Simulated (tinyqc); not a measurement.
# Square on-chip spiral inductor, lumped pi model: quality factor against frequency

Outer diameter do = di + 2 n wd + 2 (n - 1) sp, mean da = (do + di)/2, fill p = (do - di)/(do + di), length l = 4 n da. L = 2.34 mu0 n^2 da/(1 + 2.75 p), mu0 = 4 pi 1e-7 H/m. Rs = rho l/(wd delta (1 - exp(-th/delta))), delta = sqrt(rho/(pi f mu0)). Cs = n wd^2 eps0 eo/hu across the coil. At each end Cox = l wd eps0 eo/(2 ho) leads to the substrate branch Rsi = 2 rs he/(l wd) in parallel with Csi = l wd eps0 11.7/(2 he). With one end grounded Y = 1/(Rs + i w L) + i w Cs + 1/[1/(i w Cox) + 1/(1/Rsi + i w Csi)], w = 2 pi f; Q = -Im Y/Re Y. Eddy currents in neighbouring turns and in the substrate are left out.

Apparent inductance Im(1/Y)/w; share of the loss Re(substrate branch)/Re Y.

Parameters, values chosen for the exercise; values of the order met in silicon radio-frequency processes: number of turns n = 5.5; line width wd = 20 um; space between turns sp = 2 um; inner diameter di = 60 um; metal thickness th = 2 um; metal resistivity rho = 1.9 uohm cm; oxide below the coil ho = 6.5 um; oxide between coil and underpass hu = 1.4 um; relative permittivity of the oxide eo = 3; substrate resistivity rs = 10 ohm cm; effective spreading depth in the substrate he = 50 um.

Constants: eps0 = 8.8541878128e-12 F/m. Results are converted to the units shown.

Quality factor against frequency:

| f (GHz) | Rs (ohm) | w L/Rs | Q | apparent inductance (nH) | loss in the substrate (%) |
|---|---|---|---|---|---|
| 0.093 | 2.1426 | 1.5354 | 1.5345 | 5.6310 | 8.0738e-4 |
| 0.15 | 2.2202 | 2.3899 | 2.3869 | 5.6344 | 0.0043484 |
| 0.25 | 2.3292 | 3.7968 | 3.7843 | 5.6443 | 0.029054 |
| 0.4 | 2.4614 | 5.7485 | 5.6961 | 5.6687 | 0.17272 |
| 0.66 | 2.6480 | 8.8166 | 8.5437 | 5.7382 | 1.1467 |
| 1.1 | 2.9052 | 13.393 | 11.751 | 5.9385 | 7.2998 |
| 1.8 | 3.2421 | 19.639 | 11.514 | 6.4989 | 31.985 |
| 2.9 | 3.6840 | 27.845 | 5.5160 | 8.1636 | 70.369 |
| 4.7 | 4.2917 | 38.738 | 0.84253 | 9.6739 | 91.004 |

Q goes from 1.53 through a maximum of 11.8 (at f = 1.1 GHz among the rows listed) to 0.843; the exact peak is 12.4 at 1.41 GHz and Q reaches zero at the self-resonance, 5.56 GHz. The share of the substrate rises from 8.07e-4 to 91.0 %, and the apparent inductance ends at 1.72 times L. At the peak the substrate takes 16.4 % of the loss.

Numbers from tinyqc (`OMP_NUM_THREADS=1 python tinyqc.py 2302196 2302197 out.jsonl`; about 0.01 s on one thread of a shared Intel Xeon 2.30GHz).
